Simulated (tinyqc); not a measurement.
Free and nearly free electrons in a metal, step by step. Values are carried at full precision from step to step, so a last printed digit may differ when a step is redone from the rounded ones.

The cubic cell holds 4 atoms: n = 4 z/a^3, kF = (3 pi^2 n)^(1/3), EF = c kF^2/m, vF = 2 c kF/(m hbar), c = hbar^2/2m0; rs = (3/(4 pi n))^(1/3)/a0; D(EF) = 3 n/(2 EF).

Constants: hbar^2/2m0 = 3.80998211 eV angstrom^2; hbar = 6.58211957e-16 eV s; a0 (Bohr radius) = 0.5291772105 angstrom; kB = 8.617333262e-05 eV/K.

Parameters, chosen for this exercise (near those of Au, whose d bands this model ignores; the results hold for these values, not for the real material):
- a = 4.109 angstrom (fcc lattice constant)
- z = 1 (free electrons an atom)
- m = 1.23 m0 (mass)
- rho = 2.49 micro-ohm cm (bulk resistivity)
- T = 320 K
- V = 1.94 eV (|V_G| for G = (111))
- x = 0.65 (k along G as a share of |G|/2)

## The Fermi sphere

Evaluate the free-electron quantities.

n = 0.05766 1/angstrom^3
kF = 1.1952 1/angstrom
EF = 4.425 eV
vF = 1.125e+06 m/s
rs = 3.034
D(EF) per atom = 0.3390 1/eV

A mass this far above 1 is of the kind met in the specific heat (electron-phonon coupling); it understates EF and vF of the real bands.

## Relaxation time and mean free path

Drude: 1/rho = n e^2 tau/(m m0) with e = 1.602176634e-19 C and m0 = 9.1093837e-31 kg; mean free path l = vF tau; rho l = hbar kF/(n e^2) = 12 pi^3 hbar/(e^2 S) with S = 4 pi kF^2 does not depend on tau or m.

Use SI units: n in 1/m^3 (1e30 per 1/angstrom^3), rho in ohm m (1e-8 per micro-ohm cm).

tau = 30.40 fs
l = 34.20 nm
rho l = 8.516 1e-16 ohm m^2

Wires lose conductivity to surfaces and grain boundaries, with an excess that scales as rho l over the width and is of the order of rho itself at a width of l = 34 nm.

## Thermal quantities

gamma = (pi^2/3) kB^2 D(EF) per atom, times 96485.33 x 1e3 for mJ/(mol K^2); mu(T) = EF (1 - (pi kB T/EF)^2/12); Wiedemann-Franz kappa = L0 T/rho with L0 = (pi^2/3) (kB/e)^2, kB/e in V/K.

gamma = 0.799 mJ/(mol K^2)
mu - EF = -0.1414 meV
kappa = 314 W/(m K)

## The sphere against the zone faces

Take G = (hkl) 2 pi/a for (111), (200) and (220), with the number of equivalent faces. The Bragg plane of G lies at |G|/2 with |G| = (2 pi/a) sqrt(h^2 + k^2 + l^2). Where kF exceeds it, the sphere cuts the plane in a circle of radius sqrt(kF^2 - G^2/4).

Distance and circle for each G:
```
G      faces  |G|/2 (1/angstrom)  kF/(|G|/2)  circle radius
(111)      8              1.3243      0.9025              -
(200)      6              1.5291      0.7816              -
(220)     12              2.1625      0.5527              -
```

The sphere stays inside the first zone; it reaches 0.903 of the way to the nearest faces.

## Two plane waves near the face

Two plane waves k and k - G, G = (111) (2 pi/a): H = [[c k^2/m, V], [V, c (k - G)^2/m]] with c = hbar^2/2m0.

Build H for k along G, diagonalise, and give the weight of the first wave in the lower state and its velocity along G relative to a free electron, (w k + (1 - w)(k - G))/k.

H (eV):
```
        1       2
1  2.2951  1.9400
2  1.9400  9.9000
```

levels (eV): 1.8288  10.3663

w = 0.9454
v/v_free = 0.8319

The splitting is 8.538 eV here and 2V = 3.88 eV on the face, where the normal velocity vanishes. There the lower band lies at 3.492 eV, below the free EF of 4.425 eV, so by this test the Fermi surface touches the face (V is large against EF, which it lowers, so the test is rough). The real noble metals have necks on these faces, through a gap of 4 to 5 eV at L and their d bands.

## Checks

- Lower level against the closed form of the 2 x 2 problem (eV): both 1.8288.
- The product rho l against hbar kF/(n e^2) (1e-16 ohm m^2): both 8.516.

Run: tinyqc, `OMP_NUM_THREADS=1 python tinyqc.py 1681672 1681673 out.jsonl`; Intel(R) Xeon(R) Processor @ 2.30GHz, one thread, shared host; about 0.01 s of CPU time with all checks.
